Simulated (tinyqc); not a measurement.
Temperatures in a stack of 4 dies with leakage feedback: one step of the calculation.

One-dimensional heat flow to a sink below die 0. The power of each die is released in a plane at its top; from the plane of die j > 0 heat crosses its silicon (ts), a bond layer and the wiring of die j - 1; from die 0 it crosses t0, paste and sink. Copper shares the path through bond and wiring in parallel: k_eff = fm km + (1 - fm) k. Silicon is taken at the temperature of the plane above it. Leakage is P_l exp((T - 350 K)/Tl).

Question. Resistances per area at 300 K. R = thickness/conductivity for each layer.

Inputs (values chosen for the exercise); conductivities of the order met in silicon, wiring layers, bonds and pastes: conductivity of silicon at 300 K k0 = 145 W/(m K); thickness of a thinned die ts = 30 um; thickness of the die next to the sink t0 = 300 um; thickness of the wiring layers tb = 14 um; conductivity of the wiring layers kb = 2.4 W/(m K); thickness of a bond layer tg = 1 um; conductivity of the bond dielectric kg = 0.5 W/(m K); area share of copper through bond and wiring fm = 0.2; conductivity of copper km = 390 W/(m K); paste and lid Rt = 0.15 K cm^2/W; heat sink Rs = 0.88 K cm^2/W.

Give: thick die; thinned die; k_eff of the bond; k_eff of the wiring; bond plus wiring; paste plus sink.

Answer.

thick die = 0.020690 K cm^2/W
thinned die = 0.0020690 K cm^2/W
k_eff of the bond = 78.400 W/(m K)
k_eff of the wiring = 79.920 W/(m K)
bond plus wiring = 0.0018793 K cm^2/W
paste plus sink = 1.0300 K cm^2/W

tinyqc, about 0.04 s, one thread, Intel Xeon 2.30GHz (shared host): `OMP_NUM_THREADS=1 python tinyqc.py 2162068 2162069 out.jsonl`
